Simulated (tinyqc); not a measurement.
# Born-von Karman spring model of a cubic crystal with one atom per cell, step by step

A worked calculation. Computed by tinyqc, a small Python program that keeps every step. Command: `OMP_NUM_THREADS=1 python tinyqc.py 3001931 3001932 out.jsonl springs walk`. One thread of a shared host (Intel(R) Xeon(R) Processor @ 2.30GHz), about 0.1 s of CPU time with the checks. Intermediate numbers are printed to about 6 digits and carried at full precision; extremes and crossings named in words are read from the listed rows.

First neighbours lie at a/2 (1,1,0) (12 of them), second at a (1,0,0) (6), with all permutations and signs; the volume per atom is Omega = a^3/4. Two shells of springs match a real metal only roughly, above all at the zone boundary.

Inputs (values chosen for the exercise, modelled on aluminium):
```
quantity                value           unit
lattice constant a       4.05       angstrom
atomic mass M           26.98              u
radial spring k1L         1.3  eV/angstrom^2
transverse spring k1T  -0.079  eV/angstrom^2
radial spring k2L        0.16  eV/angstrom^2
transverse spring k2T  -0.011  eV/angstrom^2
mesh divisions n           10              -
temperature T             300              K
```

Lattice: fcc.

wave vector q (2 pi/a): 0.059  0.16  0.084

Constants: nu for 1 eV/(angstrom^2 u) = 15.6333042 THz; 1 eV/angstrom^3 = 160.2176634 GPa; u = 1.6605390666e-27 kg; h x 1 THz = 4.135667696 meV; k_B = 8.617333262e-05 eV/K; hbar^2/u = 4.18015928e-03 eV angstrom^2; hbar = 1.054571817e-34 J s; k_B = 1.380649e-23 J/K.

## Dynamical matrix at q

A neighbour at R with unit vector n couples by the matrix K(R) = kL n n^T + kT (1 - n n^T), and D(q) = (1/M) sum_R K(R) [1 - cos(q.R)].

D(q) (eV/(angstrom^2 u)):
```
           x          y          z
x  0.0156965  0.0090759  0.0049141
y  0.0090759  0.0312356  0.0128456
z  0.0049141  0.0128456  0.0181270
```

## Frequencies and polarisations

Diagonalise D. An eigenvalue lambda of D in eV/(angstrom^2 u) gives nu = 15.6333042 THz x sqrt(lambda). Eigenvectors are columns, with the largest component positive; the longitudinal weight is (e.q)^2/q^2.

eigenvalues (eV/(angstrom^2 u)): 0.0101039  0.0119605  0.0429948

frequencies (THz): 1.57143  1.70972  3.24159

polarisation vectors:
```
      mode 1     mode 2    mode 3
x   0.272488   0.894944  0.353305
y  -0.582530  -0.138801  0.800870
z   0.765773  -0.424039  0.483511
```

longitudinal weights: 0.004536  0.000699  0.994765

Mode 3 is the most longitudinal, with weight 0.99.

## Elastic constants from long waves

[ij,kl] = (1/(2 Omega)) sum_R K_ij R_k R_l; C11 = [xx,xx], C44 = [xx,yy], C12 = 2 [xy,xy] - C44; B = (C11 + 2 C12)/3; Zener ratio A = 2 C44/(C11 - C12). K(R) = kL n n^T + kT (1 - n n^T).

C11 = 121.924 GPa

C12 = 68.7947 GPa

C44 = 40.3116 GPa

bulk modulus B = 86.5044 GPa

Zener ratio A = 1.51750

C12 - C44 = 28.48 GPa: the Cauchy relation fails because sum_R kT R^2 is not zero; a negative sum gives a positive Cauchy pressure.

## Sound velocities

rho = M/Omega and v = sqrt(C/rho), with C = C11, C44, C44 along [100]; (C11 + C12 + 2 C44)/2, C44, (C11 - C12)/2 along [110]; (C11 + 2 C12 + 4 C44)/3 and twice (C11 - C12 + C44)/3 along [111].

density rho = 2697.65 kg/m^3

Velocities (m/s):
```
direction  longitudinal  transverse 1  transverse 2
[100]           6722.81       3865.64       3865.64
[110]           7091.70       3865.64       3138.03
[111]           7210.46       3397.93       3397.93
```

Along [110] the two transverse waves differ by a factor sqrt(2 C44/(C11 - C12)) = 1.232.

## Frequencies at the zone boundary

The formulas are those given above.

Frequencies (THz) at points given in 2 pi/a:
```
point                 nu 1     nu 2     nu 3
X (1, 0, 0)        6.20621  6.20621  9.40660
L (0.5, 0.5, 0.5)  4.62562  4.62562  9.81565
W (1, 0.5, 0)      6.65692  7.94368  7.94368
K (0.75, 0.75, 0)  5.84333  7.68948  8.58464
```

## Highest frequency at X

Take the highest frequency at X = (1, 0, 0) (2 pi/a).

highest frequency at X = 9.40660 THz

## Dispersion against the sound-wave line

The last column divides the top branch by the straight line with its slope at G. End points in 2 pi/a: X = (1, 0, 0), L = (0.5, 0.5, 0.5).

Frequencies (THz) along two lines:
```
line  fraction of the way     nu 1     nu 2     nu 3  nu 3 / linear
G-X                  0.10  0.95106  0.95106  1.64893       0.993359
G-X                  0.25  2.33268  2.33268  3.98208       0.959563
G-X                  0.40  3.59817  3.59817  5.98451       0.901307
G-X                  0.55  4.67786  4.67786  7.53781       0.825632
G-X                  0.70  5.50613  5.50613  8.60473       0.740531
G-X                  0.85  6.02792  6.02792  9.21178       0.652873
G-X                  1.00  6.20621  6.20621  9.40660       0.566678
G-L                  0.10  0.72361  0.72361  1.53551       0.995893
G-L                  0.25  1.77015  1.77015  3.75629       0.974495
G-L                  0.40  2.71887  2.71887  5.76949       0.935489
G-L                  0.55  3.51735  3.51735  7.46388       0.880163
G-L                  0.70  4.12146  4.12146  8.74581       0.810332
G-L                  0.85  4.49781  4.49781  9.54444       0.728270
G-L                  1.00  4.62562  4.62562  9.81565       0.636620
```

Along G-X the top branch ends at 57 % of its linear extrapolation. Along G-L the top branch ends at 64 % of its linear extrapolation, which is the 2/pi of a pure sine: planes normal to this line couple to their next planes alone. A Debye model keeps the straight line throughout.

## Thermal sums on a mesh

Mesh: q = sum_i (m_i + 1/2)/n b_i, m_i = 0..n-1, with b = [[-1, 1, 1], [1, -1, 1], [1, 1, -1]] in 2 pi/a; sums are averages over the n^3 points, per atom. With x = h nu/(k_B T) and n = 1/(exp(x) - 1) for each mode: F = k_B T [x/2 + ln(1 - exp(-x))], U = k_B T x (n + 1/2), S/k_B = x n - ln(1 - exp(-x)), C/k_B = x^2 n (n + 1). <u_x^2> = (1/3) sum over modes of hbar^2/(2 M h nu) coth(x/2); zero-point energy = sum h nu/2. <u_x^2> converges slowly with the mesh, from below, with an error of order 1/n.

free energy F = 0.948215 meV/atom

energy U = 84.6449 meV/atom

entropy S = 3.23753 k_B/atom

heat capacity C = 2.73835 k_B/atom

<u_x^2> = 0.00949083 angstrom^2

zero-point energy = 39.4287 meV/atom

C is 91 % of the classical 3 k_B, and the zero-point energy is 47 % of U.

## Debye temperature from the elastic constants

Christoffel matrix G_xx = C11 n_x^2 + C44 (1 - n_x^2), G_xy = (C12 + C44) n_x n_y, with eigenvalues rho v^2; v_m^-3 is the mean of v^-3 over three branches and all directions (12 Gauss-Legendre points in cos(theta) times 24 angles phi = (j + 1/2) pi/12); q_D = (6 pi^2/Omega)^(1/3); Theta = hbar v_m q_D/k_B.

mean velocity v_m = 3973.63 m/s

Debye wave number q_D = 1.52774 1/angstrom

elastic Debye temperature = 463.691 K

## Full spectrum, Debye and Einstein heat capacities

Mesh: q = sum_i (m_i + 1/2)/n b_i, m_i = 0..n-1, with b = [[-1, 1, 1], [1, -1, 1], [1, 1, -1]] in 2 pi/a; sums are averages over the n^3 points (here n = 14), per atom. Debye: C = 9 k_B (T/Theta)^3 int_0^(Theta/T) x^4 e^x/(e^x - 1)^2 dx with the elastic Theta. Einstein: three modes at the root-mean-square frequency. The last column is the Theta that makes the Debye formula give the full C at that T.

root-mean-square frequency = 6.62418 THz

Heat capacity (k_B/atom):
```
T (K)  full spectrum    Debye  Einstein  Theta from C (K)
56           0.55223  0.37958   0.33332           398.182
83           1.16812  0.91337   0.99811           400.831
120          1.80441  1.57075   1.72387           404.588
160          2.21657  2.03924   2.18106           406.798
230          2.57529  2.46889   2.56475           408.546
350          2.80422  2.75238   2.80198           409.581
460          2.88418  2.85295   2.88339           409.929
700          2.94911  2.93520   2.94896           410.206
```

The apparent Theta runs from 398 to 410 K against the elastic 464 K; at high T it tends to sqrt(5/3) h nu_rms/k_B = 410 K. At the lowest T the Debye value is 0.69 and the Einstein value 0.60 times the full one; dispersion bends the branches below the sound lines, so the real spectrum has more low modes than Debye assumes. At the highest T Debye misses by 0.47 % and Einstein by 0.0051 %.

Checks made by the program: slopes of the dispersion along [110] against the sound velocities (relative difference 2e-08); F = U - T S (relative difference 2e-10).
